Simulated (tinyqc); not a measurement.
Deformation-potential model of the Delta valleys of a conduction band: sweeps and comparisons. A value that a table varies takes the place of the one given here.

Valleys with axes along x, y and z, each a pair at +k and -k. Herring-Vogt shift of a valley with unit axis a: dE = Xd tr(e) + Xu a.e.a. Non-degenerate shares n_i = exp(-dE_i/kT)/sum_j exp(-dE_j/kT). Inverse mass tensor of a valley: (1 - a a)/mt + a a/ml; the masses are taken as independent of strain.

s11 = (C11 + C12)/((C11 - C12)(C11 + 2 C12)), s12 = -C12/((C11 - C12)(C11 + 2 C12)), s44 = 1/C44; exx = s11 sxx + s12 (syy + szz) and cyclic, exy = s44 sxy/2; tension is positive. A uniaxial stress X along the unit vector n is s_ij = X n_i n_j.

Constants: kB = 8.617333262e-05 eV/K.

Inputs chosen for the exercise (near those of Si; not measured data): ml = 0.942 m0 (longitudinal mass); mt = 0.187 m0 (transverse mass); Xd = 1.17 eV (dilation potential); Xu = 9.02 eV (uniaxial potential); C11 = 167.4 GPa; C12 = 63.9 GPa; C44 = 79.1 GPa; load = uniaxial [110] (kind of stress); T = 300 K (temperature); X1 = 0.8 GPa (size of the stress); X = -1.69 GPa (stress).

## Sweep of a uniaxial [110] stress

m_c = 1/(u.M.u) along [110] with M = sum_i n_i (inverse mass tensor); gain against zero stress at a fixed scattering time.

Results:

| X (GPa) | spread (meV) | lowest edge (meV) | n x | n y | n z | m_c (m0) | gain (%) |
|---|---|---|---|---|---|---|---|
| -1.50 | 65.4 | -43.0 | 0.481 | 0.481 | 0.038 | 0.3042 | -16.1 |
| -0.75 | 32.7 | -21.5 | 0.438 | 0.438 | 0.124 | 0.2882 | -11.5 |
| -0.30 | 13.1 | -8.6 | 0.384 | 0.384 | 0.232 | 0.2702 | -5.6 |
| 0.00 | 0.0 | 0.0 | 0.333 | 0.333 | 0.333 | 0.2552 | 0.0 |
| 0.30 | 13.1 | -4.5 | 0.273 | 0.273 | 0.453 | 0.2395 | 6.6 |
| 0.75 | 32.7 | -11.2 | 0.181 | 0.181 | 0.639 | 0.2186 | 16.7 |
| 1.50 | 65.4 | -22.4 | 0.069 | 0.069 | 0.862 | 0.1979 | 28.9 |

Along [110] the gain is -16.1 % at -1.50 GPa and +28.9 % at 1.50 GPa. The slope at zero stress (from +/- 0.001 GPa), +20.5 % per GPa, carried to the ends would give -31 and +31 %; the response falls behind at both ends, as it saturates once the spread passes a few kT (kT = 25.9 meV, spread up to 65 meV).

## Gain for each load and current direction

Each load has the size X1. Gain m_c(0)/m_c - 1 in per cent from repopulation alone, m_c = 1/(u.M.u), M = sum_i n_i (inverse mass tensor); biaxial means sxx = syy.

Gain (%); + is tension, - compression:

| load | [100] | [010] | [001] | [110] | [1-10] | [111] |
|---|---|---|---|---|---|---|
| uniaxial [110] (+) | 17.8 | 17.8 | -35.5 | 17.8 | 17.8 | 0.0 |
| uniaxial [110] (-) | -11.9 | -11.9 | 23.9 | -11.9 | -11.9 | 0.0 |
| uniaxial [100] (+) | 32.9 | -16.4 | -16.4 | 8.2 | 8.2 | 0.0 |
| uniaxial [100] (-) | -59.9 | 30.0 | 30.0 | -15.0 | -15.0 | 0.0 |
| uniaxial [111] (+) | 0.0 | 0.0 | 0.0 | 0.0 | 0.0 | 0.0 |
| uniaxial [111] (-) | 0.0 | 0.0 | 0.0 | 0.0 | 0.0 | 0.0 |
| biaxial (001) (+) | 30.0 | 30.0 | -59.9 | 30.0 | 30.0 | 0.0 |
| biaxial (001) (-) | -16.4 | -16.4 | 32.9 | -16.4 | -16.4 | 0.0 |

The largest gain is +32.9 %, for uniaxial [100] (+) with the current along [100] and biaxial (001) (-) with the current along [001]; for a [110] channel it is +30.0 %, under biaxial (001) (+). No gain or loss appears under uniaxial [111]: the valleys stay equivalent (in real silicon shear also changes the masses, which this model leaves out).

## Temperature and repopulation

The load is fixed; m_c along [110] as 1/(u.M.u).

Results:

| T (K) | kT (meV) | n x | n y | n z | m_c (m0) |
|---|---|---|---|---|---|
| 50 | 4.31 | 0.500 | 0.500 | 0.000 | 0.3121 |
| 77 | 6.64 | 0.500 | 0.500 | 0.000 | 0.3121 |
| 150 | 12.93 | 0.499 | 0.499 | 0.002 | 0.3117 |
| 225 | 19.39 | 0.494 | 0.494 | 0.011 | 0.3098 |
| 300 | 25.85 | 0.486 | 0.486 | 0.028 | 0.3063 |
| 400 | 34.47 | 0.472 | 0.472 | 0.056 | 0.3008 |
| 500 | 43.09 | 0.459 | 0.459 | 0.083 | 0.2956 |

The largest share falls from 0.500 at 50 K to 0.459 at 500 K (equal shares: 0.333); m_c goes from 0.3121 to 0.2956, against 0.2552 without stress. Only spread/kT enters, so the small-stress response goes as 1/T.

## What each parameter does

Spread of the valley edges, lowest edge, largest share and m_c along [110]. Each row changes one parameter from the base and keeps the others.

Results:

| case | spread (meV) | lowest edge (meV) | largest share | m_c (m0) |
|---|---|---|---|---|
| base | 73.64 | -48.46 | 0.4859 | 0.3063 |
| ml = 1.13 m0 | 73.64 | -48.46 | 0.4859 | 0.3146 |
| mt = 0.224 m0 | 73.64 | -48.46 | 0.4859 | 0.3558 |
| Xd = 1.404 eV | 73.64 | -49.80 | 0.4859 | 0.3063 |
| Xu = 10.824 eV | 88.37 | -56.81 | 0.4919 | 0.3087 |
| C11 = 133.92 GPa | 108.85 | -63.25 | 0.4963 | 0.3105 |
| C12 = 51.12 GPa | 65.55 | -48.03 | 0.4809 | 0.3043 |
| C44 = 63.28 GPa | 73.64 | -48.46 | 0.4859 | 0.3063 |
| X = -1.352 GPa | 58.91 | -38.77 | 0.4756 | 0.3022 |
| T = 240 K | 73.64 | -48.46 | 0.4930 | 0.3092 |

The largest shifts from the base row, up to three for each result and ties (the steps differ in size, so this ranks the rows, not the parameters). spread (meV): C11 +35.21, X -14.73, Xu +14.73; unchanged at the printed digits by ml, mt, Xd, C44 and T. lowest edge (meV): C11 -14.80, X +9.69, Xu -8.35; unchanged at the printed digits by ml, mt, C44 and T. largest share: C11 +0.0104, X -0.0103, T +0.0071; unchanged at the printed digits by ml, mt, Xd and C44. m_c (m0): mt +0.0495, ml +0.0083, C11 +0.0042; unchanged at the printed digits by Xd and C44. Xd moves all valleys together, so it shifts the edge and nothing else.

Run: tinyqc, `OMP_NUM_THREADS=1 python tinyqc.py 1050670 1050671 out.jsonl`; Intel(R) Xeon(R) Processor @ 2.30GHz, one thread, shared host; about 0.02 s of CPU time with all checks.
